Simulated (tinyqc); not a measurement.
Non-radiative capture by multiphonon emission, one effective mode: one step, computed by the program tinyqc.

The initial state (free carrier plus empty centre) lies dE above the final state; both have the same frequency and are displaced by dQ.

Question. Geometry of the two curves. dQ = sqrt(2 S (hbar^2/u)/hbar omega); relaxation energy lambda = S hbar omega; phonons needed P = dE/hbar omega; classical barrier E_b = (dE - lambda)^2/(4 lambda); occupation n = 1/(exp(hbar omega/k_B T) - 1).

Inputs (values chosen for the exercise, with mass, screening and phonons like those of diamond):
```
quantity                  value  unit
energy released dE         1.16    eV
phonon energy hbar omega    144   meV
Huang-Rhys factor S        5.68     -
temperature T               500     K
```

Centre: attractive.

Constants: hbar^2/u = 4.18015928e-03 eV angstrom^2; k_B = 8.617333262e-05 eV/K.

Give: dQ; lambda; P; classical barrier E_b; occupation n.

Answer.

dQ = 0.5743 u^(1/2) angstrom

lambda = 0.81792 eV

P = 8.056

classical barrier E_b = 0.03577 eV

occupation n = 0.03666

dE exceeds lambda: the inverted case usual for deep centres, in which the curves cross on the far side of the initial minimum.
